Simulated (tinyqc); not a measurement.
Worked calculation: thermal stress, cracking, delamination and buckling of a thin film; Griffith cracks and misfitting inclusions. Computed by tinyqc, a small Python program that keeps every step. Command: `OMP_NUM_THREADS=1 python tinyqc.py 3000974 3000975 out.jsonl filmcrack walk`. One thread of a shared host (Intel(R) Xeon(R) Processor @ 2.30GHz), about 0.01 s of CPU time with the checks. Intermediate numbers are printed to about 7 digits and carried at full precision; extremes and crossings named in words are read from the listed rows.

Isotropic linear elasticity; the substrate is much thicker than the film; stress is positive in tension.

Inputs (values chosen for the exercise, for a model film):
```
quantity,value,unit
film Young's modulus E,73.6,GPa
film Poisson ratio nu,0.35,-
film expansion alpha_f,28.5,1e-6/K
substrate expansion alpha_s,3.4,1e-6/K
deposition temperature T_d,425,K
final temperature T,300,K
intrinsic stress,-27,MPa
film thickness h,0.061,micrometre
film toughness Gamma_f,2.18,J/m^2
interface toughness Gamma_i,8.6,J/m^2
substrate Young's modulus E_s,159,GPa
substrate Poisson ratio nu_s,0.28,-
flaw half length a,0.19,micrometre
substrate surface energy gamma_s,2,J/m^2
inclusion radius R,0.19,micrometre
```

Inclusion: long cylinder (a filled via).

## Stress in the film

Thermal strain = (alpha_f - alpha_s)(T_d - T); stress = E/(1 - nu) x strain + intrinsic stress; plane-strain modulus Ebar = E/(1 - nu^2); G0 = stress^2 h/(2 Ebar) is the energy freed per area when a long strip loses its stress across its width.

thermal strain = 0.0031375

film stress = 328.2615 MPa

Ebar = 83.87464 GPa

G0 = 0.03918403 J/m^2

The film ends in tension; the thermal part is 355 MPa. Caution: at a stress above 0.4 % of E a ductile film would yield, and the elastic value is then an upper bound; a brittle film in tension cracks instead.

## Elastic mismatch

Dundurs alpha = (Ebar - Ebar_s)/(Ebar + Ebar_s), with Ebar_s = E_s/(1 - nu_s^2). The channel-crack factor is taken as g = 1.258 (1 - alpha)^(-0.7), a rough interpolation chosen for the exercise (1.258 is the value for matched materials).

Dundurs alpha = -0.3457534

factor g = 1.021892

The stiffer substrate holds the crack faces and lowers the driving force.

## Channel cracks and edge delamination

Channel crack through the film: G = pi g G0, critical thickness where G = Gamma_f. Steady delamination from an edge: G = G0, critical thickness where G = Gamma_i.

driving force for channelling = 0.1257951 J/m^2

critical thickness for channelling = 1.057116 micrometre

critical thickness for delamination = 13.38811 micrometre

As the film thickens, channel cracking comes first. At h the film is safe against both.

## Griffith crack in the substrate

Through crack of length 2a in plane strain: K_Ic = sqrt(2 gamma_s E_s/(1 - nu_s^2)); fracture stress = K_Ic/sqrt(pi a). An edge crack of depth a has K larger by 1.1215.

toughness K_Ic = 0.8307251 MPa m^0.5

fracture stress, inner crack = 1075.240 MPa

fracture stress, edge crack = 958.7521 MPa

The inner crack lowers the strength to 6.8 % of the ideal E_s/10.

## A misfitting inclusion

Film material fills a long cylinder of radius R in the substrate, with the misfit e = thermal strain (it wants to shrink if e > 0). With the axial strain held by the substrate, s0 = (1 + nu) e/[(1 + nu)(1 - 2 nu)/E + (1 + nu_s)/E_s]; inside s_rr = s_tt = s0 and s_zz = E e + 2 nu s0; outside s_rr = s0 (R/r)^2, s_tt = -s_rr. Keep-out radius: where |s_rr| falls to 10 MPa (R if it is lower at the wall).

radial stress at the wall s0 = 312.5223 MPa

mean stress inside = 358.2434 MPa

keep-out radius = 1.062170 micrometre

The stress does not depend on R; its reach scales with R. Hydrostatic tension inside drives voids to form.

## Film, cylinder and sphere at the same misfit

Thermal misfit e alone, mean stress = trace/3 and largest difference of principal stresses inside. Film: E e/(1 - nu) in two directions, 0 in the third. Cylinder: s0 = (1 + nu) e/[(1 + nu)(1 - 2 nu)/E + (1 + nu_s)/E_s] twice and s_zz = E e + 2 nu s0. Sphere: e/[(1 - 2 nu)/E + (1 + nu_s)/(2 E_s)] three times.

Stresses inside (MPa):
```
shape,s1,s2,s3,mean,largest difference
film,355.2615,355.2615,0.0000,236.8410,355.2615
cylinder,312.5223,312.5223,449.6856,358.2434,137.1633
sphere,387.2862,387.2862,387.2862,387.2862,0.0000
```

The mean stress in size is 237 MPa in the film, 358 in the cylinder and 387 in the sphere, while the largest difference, twice the largest shear stress, goes from 355 through 137 to 0. In a ductile solid shear can relax by slip and hydrostatic stress cannot, so a confined metal builds up the triaxial stress that opens voids.

Checks made by the program: fracture stress against the maximum of 4 a gamma - pi a^2 s^2/Ebar (relative difference 1e-08).
